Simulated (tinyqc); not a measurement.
# Which input was changed?

Model: Frenkel-Kontorova chain: a misfit dislocation (kink) in a monolayer on a periodic substrate. Computed by tinyqc, a small Python program. Command: `OMP_NUM_THREADS=1 python tinyqc.py 3030075 3030076 out.jsonl fkchain which`. One thread of a shared host (Intel(R) Xeon(R) Processor @ 2.30GHz), about 0.1 s of CPU time with the checks.

E = sum_j [(k/2)(x_(j+1) - x_j - b)^2 + (W/2)(1 - cos(2 pi x_j/a))], x_j = a (j + u_j). A kink takes u from 0 to 1: the chain is stretched by one period and has one atom fewer than wells.

Inputs (values chosen for the exercise, for a model overlayer): spring constant k = 10.7 eV/angstrom^2; substrate period a = 3.38 angstrom; corrugation W = 7.22 eV; misfit f = (b - a)/a = 0.25; atoms on each side n = 9; atomic mass M = 181 u.

Relaxation: Newton steps.

Constants: nu for 1 eV/(angstrom^2 u) = 15.6333042 THz.

Method:
- l0 = sqrt(k a^2/(2 W)); kink u(j) = (2/pi) arctan exp(pi j/l0); kink energy at f = 0: E0 = (4/pi) W l0; with misfit E0 - k a^2 f; kinks become favourable at f_c = 2/(pi l0), and a coherent chain with free ends loses stability at f_m = 1/l0. Lowest vibration of the flat chain: nu0 = 15.6333042 THz x sqrt(2 pi^2 W/(a^2 M)).
- Discrete chain at f = 0, ends held at u = 0 and 1: E = (k a^2/2) sum (u_(j+1) - u_j)^2 + (W/2) sum (1 - cos 2 pi u_j), gradient g_j = k a^2 (2 u_j - u_(j-1) - u_(j+1)) + pi W sin(2 pi u_j), Hessian 2 k a^2 + 2 pi^2 W cos(2 pi u_j) on the diagonal and -k a^2 beside it.
- Start as above (continuum shape at j + 1/2, j = -n..n-1, l0 = sqrt(k a^2/(2 W))). u(new) = u - H^-1 g; stop when the largest gradient is below 1e-9 eV.

Task: One of these inputs alone was changed, within the range given: substrate period a (1.69 to 6.76); corrugation W (3.61 to 14.44); misfit f = (b - a)/a (0.125 to 0.5); atomic mass M (90.5 to 362). Which one, and to what value?

Results:
```
run     kink width l0  gap frequency nu0 (THz)  energy, centre between atoms (eV)
before       2.909544                 4.104198                           26.18800
after        3.455084                 3.456166                           22.23247
```

Result:

Each candidate set to reproduce kink width l0, and what it then gives:
```
candidate                      range searched  value needed  gap frequency nu0 (THz)  energy, centre between atoms (eV)
substrate period a (angstrom)    1.69 to 6.76         4.014                   3.4562                             31.351
corrugation W (eV)              3.61 to 14.44         5.120                   3.4562                             22.232
misfit f = (b - a)/a             0.125 to 0.5     no effect                        -                                  -
atomic mass M (u)                 90.5 to 362     no effect                        -                                  -
```

Only corrugation W fits every result: it went from 7.22 to 5.12 eV. The next best candidate, substrate period a, misses one result by 41 %.

Caution: a corrugation above 1 eV is larger than real overlayers usually show; it is chosen to keep the kink narrow. Caution: for l0 below about 3 the kink spans few atoms, and the continuum kink energy is off by about 2 per cent or more.
